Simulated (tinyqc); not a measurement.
Worked calculation: tight binding, honeycomb lattice. Computed by tinyqc, a small Python program that keeps every step. Settings: t1 = 1.88, t2 = 0, phi = -1.8, delta = 2.3, points = 6. Command: `OMP_NUM_THREADS=1 python tinyqc.py 23191 23192 out.jsonl` (the two numbers bound the seeds that draw the settings). One thread of a shared host (Intel(R) Xeon(R) Processor @ 2.60GHz), about 0.01 s of CPU time with the checks.

## Bloch Hamiltonian at k

Parameters chosen for this model:
```
parameter      value                        unit
t1          1.880000                 eV, nearest
t2                 0       eV, second neighbours
phi        -1.800000  rad, phase of t2 (Haldane)
delta       2.300000          eV, +/- on A and B
```

k point k (fractions of the reciprocal vectors): -0.300000  0.370000

H_AB = -t1 (1 + exp(-i k.a1) + exp(-i k.a2)); H_AA = delta - 2 t2 sum cos(k.b + phi), H_BB = -delta - 2 t2 sum cos(k.b - phi), b = a1, a2 - a1, -a2.

H(k) at k (eV):
```
                     A                    B
A             2.300000  -0.012099-0.417525i
B  -0.012099+0.417525i            -2.300000
```

## Levels at k

Diagonalise the Hermitian matrix.

eigenvalues (eV): -2.337621  2.337621

weights |c|^2 of the basis functions:
```
     band 1    band 2
A  0.008047  0.991953
B  0.991953  0.008047
```

## Bloch Hamiltonian at K

k point K (fractions of the reciprocal vectors): 0.333333  0.666667

As before.

H(k) at K (eV):
```
          A          B
A  2.300000   0.000000
B  0.000000  -2.300000
```

## Levels at K

As before.

eigenvalues (eV): -2.300000  2.300000

weights |c|^2 of the basis functions:
```
     band 1    band 2
A  0.000000  1.000000
B  1.000000  0.000000
```

## Bands along a path

The same steps at evenly spaced points between the labelled ones.

Bands along the path (eV):
```
k             band 1    band 2
G          -6.090944  6.090944
G-K 0.20   -5.791243  5.791243
G-K 0.40   -4.961271  4.961271
G-K 0.60   -3.813552  3.813552
G-K 0.80   -2.738812  2.738812
K          -2.300000  2.300000
K-M 0.20   -2.386296  2.386296
K-M 0.40   -2.576824  2.576824
K-M 0.60   -2.776294  2.776294
K-M 0.80   -2.919283  2.919283
M          -2.970589  2.970589
M-K' 0.20  -2.919283  2.919283
M-K' 0.40  -2.776294  2.776294
M-K' 0.60  -2.576824  2.576824
M-K' 0.80  -2.386296  2.386296
K'         -2.300000  2.300000
```

With 1 band(s) filled, the highest filled level on these points lies at K and the lowest empty one at K: a gap of 4.6000 eV, direct.

## Chern number of the lower band

On a 6 x 6 mesh, the phase of the product of overlaps around each plaquette (k1 then k2); the sum over 2 pi is an integer.

plaquette phases (rad):
```
           1          2          3          4          5          6
1   0.000000  -0.034259  -0.091729   0.000000   0.055130   0.024600
2   0.034259   0.000000  -0.091729  -0.206456   0.000000   0.055130
3   0.091729   0.091729   0.000000  -0.206456  -0.206456   0.000000
4   0.000000   0.206456   0.206456   0.000000  -0.091729  -0.091729
5  -0.055130   0.000000   0.206456   0.091729   0.000000  -0.034259
6  -0.024600  -0.055130   0.000000   0.091729   0.034259   0.000000
```

Chern number = 0.000000
